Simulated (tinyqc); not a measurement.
# Tersoff bond-order potential, step by step

A worked calculation. Computed by tinyqc, a small Python program that keeps every step. Command: `OMP_NUM_THREADS=1 python tinyqc.py 3011641 3011642 out.jsonl tersoff walk`. One thread of a shared host (Intel(R) Xeon(R) Processor @ 2.30GHz), about 0.01 s of CPU time with the checks. Intermediate numbers are printed to about 6 digits and carried at full precision; extremes and crossings named in words are read from the listed rows.

E = (1/2) sum_(i, j != i) [A exp(-lambda r_ij) - b_ij B exp(-mu r_ij)], b_ij = (1 + (beta zeta_ij)^n)^(-1/(2n)), zeta_ij = sum_(k != i, j) g(theta_ijk), g = 1 + c^2/d^2 - c^2/(d^2 + (h - cos theta)^2), with theta at atom i. Only nearest neighbours count (cut-off function 1 for them, 0 beyond).

Inputs (values chosen for the exercise, modelled on carbon): A = 1409 eV; B = 342.92 eV; lambda = 3.4879 1/angstrom; mu = 2.2119 1/angstrom; beta = 1.49e-07; n = 0.7212; c = 38520; d = 4.307; h = -0.5548; bond length r_12 = 1.62 angstrom; bond length r_13 = 1.46 angstrom; angle theta at atom 1 = 143 degrees.

Constants: 1 eV/angstrom^3 = 160.2176634 GPa.

## An open trimer

Atom 1 binds atoms 2 and 3, which do not interact. b_12 = b_13 follow from zeta = g(theta); b_21 = b_31 = 1. E = sum over the two bonds of A exp(-lambda r) - (b + 1)/2 B exp(-mu r).

g(theta) = 255552

bond order b_12 = 0.939195

repulsive terms (eV): [4.95421, 8.65642]

attractive terms B exp(-mu r) (eV): [9.5279, 13.5736]

energy of the trimer = -8.78843 eV

g is least (g = 1) at cos theta = h, 123.7 degrees, wider than the tetrahedral 109.47.

## The diamond lattice

zeta = 3 g(cos theta = -1/3). With z equal bonds of order b, r = ln(lambda A/(mu b B))/(lambda - mu) and E per atom = -(z/2) b B exp(-mu r)(1 - mu/lambda). a0 = 4 r/sqrt3; B0 = phi''(r)/(3 a0) with phi'' = mu (lambda - mu) b B exp(-mu r), since b does not change under uniform scaling.

zeta = 632800

bond order b = 0.890477

bond length = 1.55532 angstrom

energy per atom of the diamond lattice = -7.16259 eV

lattice constant a0 = 3.59185 angstrom

bulk modulus B0 = 410.809 GPa

## Elastic constants of the diamond lattice

Second derivatives of the energy per atom, volume V = a0^3/8: e_xx gives C11; e_xx = -e_yy gives 2 (C11 - C12); e_xy = e_yx = s/2 with a sublattice shift u_z gives C44 = (E_ss - E_su^2/E_uu)/V and Kleinman's parameter |E_su/E_uu|/(a0/4).

C11 = 1073.99 GPa

C12 = 79.2175 GPa

C44 = 627.299 GPa

Kleinman's parameter = 0.199342

## Unrelaxed vacancy

Each of the four neighbours loses one bond; its three other bonds now have zeta = 2 g, for the direction that starts at it. E_v = -E + 12 x (1/2)(b(3g) - b(2g)) B exp(-mu r), where -E is the pair-like cost.

b(2g) = 0.915419

unrelaxed vacancy energy E_v = 5.51737 eV

Stronger back bonds return 1.645 eV, so E_v is 77 % of the cohesive energy.

## Energy against coordination

Angles seen from one bond (cos theta: count): chain -1: 1; graphitic -1/2: 2; diamond -1/3: 3; square net 0: 2, -1: 1; simple cubic 0: 4, -1: 1; bcc 1/3: 3, -1/3: 3, -1: 1; fcc 1/2: 4, 0: 2, -1/2: 4, -1: 1.

Relaxed structures:
```
structure      z         zeta        b  r (angstrom)  E per atom (eV)  E per bond (eV)
dimer          1            0  1.00000       1.46441         -2.45875         -4.91750
chain          2  8.45606e+05  0.86901       1.57444         -3.35019         -3.35019
graphitic      3  2.58957e+04  0.98759       1.47419         -7.12881         -4.75254
diamond        4  6.32800e+05  0.89048       1.55532         -7.16259         -3.58129
square net     4  3.45674e+06  0.71581       1.72643         -3.94343         -1.97171
simple cubic   6  6.06788e+06  0.63393       1.82163         -4.24387         -1.41462
bcc            8  1.12658e+07  0.53683       1.95192         -3.59198         -0.89800
fcc           12  2.16126e+07  0.43482       2.11709         -3.02852         -0.50475
```

The lowest are diamond, graphitic and simple cubic, the first two 0.034 eV apart. The bond order falls from 1 to 0.435 and the bond weakens from -4.92 to -0.50 eV, as b^(lambda/(lambda - mu)) with exponent 2.73. With the same z = 4 the square net lies 3.22 eV above diamond, from its angles alone. Caution: in bcc and other dense structures second neighbours can fall inside the usual cut-off; they are left out here.

Checks made by the program: (C11 + 2 C12)/3 against B0 (relative difference 3e-09).
